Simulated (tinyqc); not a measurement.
Raising the sheet density: Gamma, L and X subbands of a thin body with non-parabolic valleys.

Hard walls, flat band, c = hbar^2/2m0, energies from the bulk Gamma edge. For a valley at angle theta to the normal 1/m_z = cos^2/ml + sin^2/mt and m_d = sqrt(ml mt^2/m_z). Subband n starts at E_v + e with e (1 + a e) = c (n pi/t)^2/m_z, and its density-of-states mass is taken as m_d (1 + 2 a e), without further growth at higher in-plane energy. Groups are named by valley and degeneracy.

n_i = g m/(2 pi c) kB T ln(1 + exp((EF - E_i)/kB T)), sum n_i = Ns (1e12/cm^2 = 1e-4/angstrom^2), c = hbar^2/2m0. Quantum capacitance Cq = 1602.176634 sum g m/(2 pi c) f_i in microfarad/cm^2 with f_i = 1/(1 + exp((E_i - EF)/kB T)); Cox = 34.5313/eot (one gate); C/Cox = Cq/(Cq + Cox), the centroid term left out.

Constants: hbar^2/2m0 = 3.80998211 eV angstrom^2; kB = 8.617333262e-05 eV/K.

Parameters, chosen for this exercise (near those of a thin GaSb channel; not measured data):

| symbol | value | unit | meaning |
|---|---|---|---|
| face | 111 |  | surface |
| mG | 0.039 | m0 | Gamma mass |
| aG | 1.15 | 1/eV | Gamma non-parabolicity |
| EL | 0.068 | eV | L edge above Gamma |
| mL | (1.334, 0.099) | m0 | L valleys (four, along <111>): ml, mt |
| EX | 0.333 | eV | X edge above Gamma |
| mX | (1.503, 0.226) | m0 | X valleys (three, along <100>): ml, mt |
| aS | 0.34 | 1/eV | non-parabolicity of L and X |
| t | 64 | angstrom | body thickness |
| T | 300 | K | temperature |
| eot | 13 | angstrom | equivalent oxide thickness |
| Nl | (0.5, 1, 2, 4, 7, 11, 16) | x 1e12/cm^2 | sheet densities |

Fixed thickness, n = 1 to 8 of all groups; the gate overdrive above the lowest edge is (EF - E_lowest)/e + 0.1602177 Ns/Cox in volts.

Results:

| Ns (1e12/cm^2) | EF - lowest (eV) | Gamma share (%) | Cq | C/Cox | overdrive (V) |
|---|---|---|---|---|---|
| 0.5 | -0.039 | 0.3 | 2.94 | 0.525 | -0.009 |
| 1.0 | -0.020 | 0.3 | 5.62 | 0.679 | 0.040 |
| 2.0 | 0.000 | 0.3 | 10.48 | 0.798 | 0.121 |
| 4.0 | 0.023 | 0.4 | 19.08 | 0.878 | 0.264 |
| 7.0 | 0.042 | 0.5 | 30.50 | 0.920 | 0.465 |
| 11.0 | 0.060 | 0.6 | 43.80 | 0.943 | 0.723 |
| 16.0 | 0.075 | 0.7 | 57.62 | 0.956 | 1.041 |

The lowest subband is L1 n=1; the light Gamma level lies 118 meV above it, lifted there by confinement. At the highest density band filling takes 0.075 V of the 1.041 V overdrive. Cq grows from 2.9 to 57.6 microfarad/cm^2 while EF moves from -0.039 to +0.075 eV against the lowest edge; the Gamma share stays near 0 %.

tinyqc: `OMP_NUM_THREADS=1 python tinyqc.py 1281854 1281855 out.jsonl`; about 0.02 s, one thread, shared Intel(R) Xeon(R) Processor @ 2.30GHz.
